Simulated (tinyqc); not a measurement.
What moves the results: BHZ model on a square lattice (one spin block). A value that a table varies takes the place of the one given here.

h(k) = e0 + d.s with s the Pauli matrices in the basis (E, H), k in units of 1/a: dx = (A/a) sin kx, dy = (A/a) sin ky, dz = M - (2B/a^2)(2 - cos kx - cos ky), e0 = -(2D/a^2)(2 - cos kx - cos ky). The other spin block is h*(-k). For small k this is the continuum model with dz = M - B k^2.

Inputs chosen for the exercise (of the size used for thin Bi2Se3 films; shifted at random, so the results belong to these values and not to a real crystal):
```
symbol  value         unit           meaning
A       2.3           eV angstrom
B       -16.3         eV angstrom^2
D       -4.8          eV angstrom^2
a       8             angstrom       grid spacing
M       0.0332        eV             mass term
k       (0.31, 0.09)  1/a            wave vector
```

## Through the transition

M is varied. Direct gap at Gamma 2|M|; smallest direct gap on kx = 0 to 1 in steps of 0.01; nu = 1 for M/B > 0, else 0; middle gap of a ribbon of 40 rows at kx = 0 (block (A/a) sy/(2i) + (B/a^2) sz + D/a^2 between rows, hard walls).

Against M (meV):
```
M,2|M|,smallest direct gap,nu,ribbon gap
-40,80.0,80.00,1,0.367
-25,50.0,50.00,1,2.655
-15,30.0,30.00,1,7.505
-8,16.0,16.00,1,13.468
-3,6.0,6.00,1,19.068
3,6.0,6.00,0,27.040
8,16.0,16.00,0,34.497
15,30.0,30.00,0,45.828
30,60.0,60.00,0,72.235
```

With B < 0, negative M is inverted. There edge states cross the bulk gap: the ribbon gap is 2.655 against 50.0 meV at M = -25 meV, and 19.068 against 6.0 at -3 meV, where the edge states overlap across the whole ribbon and confinement rules, while for positive M confinement raises it above 2|M| (45.83 against 30 meV at M = 15 meV). The smallest direct gap stays at Gamma on all rows.

## What each parameter does

Levels at k and dz there. Each row changes one parameter from the base and keeps the others.

Results:
```
case,lower (meV),upper (meV),dz (meV)
base,-101.353,116.867,59.542
A = 2.53 eV angstrom,-109.121,124.635,59.542
B = -17.93 eV angstrom^2,-102.812,118.326,62.176
D = -3.84 eV angstrom^2,-102.904,115.316,59.542
M = 0.0382 eV,-104.160,119.674,64.542
a = 10 angstrom,-83.670,93.599,50.059
```

The largest shifts from the base row, up to three for each result and ties (the steps differ in size, so this ranks the rows, not the parameters). lower (meV): a +17.683, A -7.768, M -2.807. upper (meV): a -23.268, A +7.768, M +2.807. dz (meV): a -9.483, M +5.000, B +2.634; unchanged at the printed digits by A and D. D shifts both levels alike and leaves the states, so it cannot change the topology while the gap stays open.

(tinyqc, `OMP_NUM_THREADS=1 python tinyqc.py 1450081 1450082 out.jsonl`, Intel(R) Xeon(R) Processor @ 2.30GHz, 1 thread, shared host, about 0.1 s.)
